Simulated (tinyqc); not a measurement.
The 3-omega method: a line heater on a substrate with a thin film: one step, computed by the program tinyqc. Command: `OMP_NUM_THREADS=1 python tinyqc.py 3030914 3030915 out.jsonl threeomega walk`. One thread of a shared host (Intel(R) Xeon(R) Processor @ 2.30GHz), about 0.01 s of CPU time with the checks.

A current at angular frequency omega = 2 pi f heats the line at 2 omega with the amplitude P per length; the temperature swing Delta T at 2 omega gives a voltage at 3 omega. The substrate is taken as semi-infinite and isotropic, and the heat capacity of heater and film is left out.

Question. Temperature swing of the bare substrate. Delta T_s = (P/(pi kappa)) int_0^infinity (sin x/x)^2 / sqrt(x^2 + (q b)^2) dx with (q b)^2 = i |q b|^2, averaged over the heater width (12 Gauss-Legendre points on each of the pieces 0, 14 log-spaced edges from 1e-5 to 1, and multiples of pi to 40 pi; the tail adds 1/(4 (40 pi)^2)). For |q| b much below 1: Delta T_s = (P/(pi kappa)) [-ln(|q| b) + eta - i pi/4], eta = 3/2 - C_E = 0.92278, with Euler's C_E = 0.5772157.

Inputs (values chosen for the exercise, modelled on amorphous silicon on gallium oxide):
```
quantity                      value           unit
substrate conductivity kappa   21.7        W/(m K)
substrate heat capacity C      3.22  1e6 J/(m^3 K)
heater half-width b              15     micrometre
power amplitude per length P    5.4            W/m
current frequency f             350             Hz
```

|q| b = 0.3832025

Give: in-phase Delta T_s; out-of-phase Delta T_s; in-phase, narrow-line form; out-of-phase, narrow-line form.

Answer.

in-phase Delta T_s = 0.1505 K

out-of-phase Delta T_s = -0.05838 K

in-phase, narrow-line form = 0.1491 K

out-of-phase, narrow-line form = -0.06221 K

The narrow-line form misses the in-phase part by -0.97 % and the out-of-phase part by +6.6 % at |q| b = 0.383.
